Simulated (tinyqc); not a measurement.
Crystal pulling from the melt: segregation, interface stability, heat balance and point-defect regime: one step, computed by the program tinyqc. Command: `OMP_NUM_THREADS=1 python tinyqc.py 3031040 3031041 out.jsonl pull walk`. One thread of a shared host (Intel(R) Xeon(R) Processor @ 2.30GHz), about 0.01 s of CPU time with the checks.

A dilute solute; steady pulling with a flat interface unless it is found unstable.

Problem. Constitutional supercooling. Liquidus slope per concentration (van 't Hoff): |m| = k_B T_m^2 (1 - k0)/L. Solute gradient at the interface: G_C = (V/D) C_s (1 - k0)/k0. Constitutional supercooling sets in when |m| G_C > G_L. Critical C_s from the equality.

Inputs (values chosen for the exercise, for a model semiconductor):

| quantity | value | unit |
|---|---|---|
| equilibrium coefficient k0 | 0.0021 | - |
| diffusivity in the melt D | 0.00022 | cm^2/s |
| pull rate V | 0.74 | mm/min |
| gradient in the melt G_L | 18 | K/cm |
| latent heat per volume L | 4070 | J/cm^3 |
| melting point T_m | 1685 | K |

C_s = 3.886456e+18 1/cm^3

Constants: k_B = 1.380649e-23 J/K.

Give: |m|; |m| G_C; critical C_s; ratio |m| G_C/G_L.

Solution.

|m| = 9.611e-21 K cm^3

|m| G_C = 99.51 K/cm

critical C_s = 7.030e+17 1/cm^3

ratio |m| G_C/G_L = 5.528

The melt ahead of the interface is supercooled: cells may form.
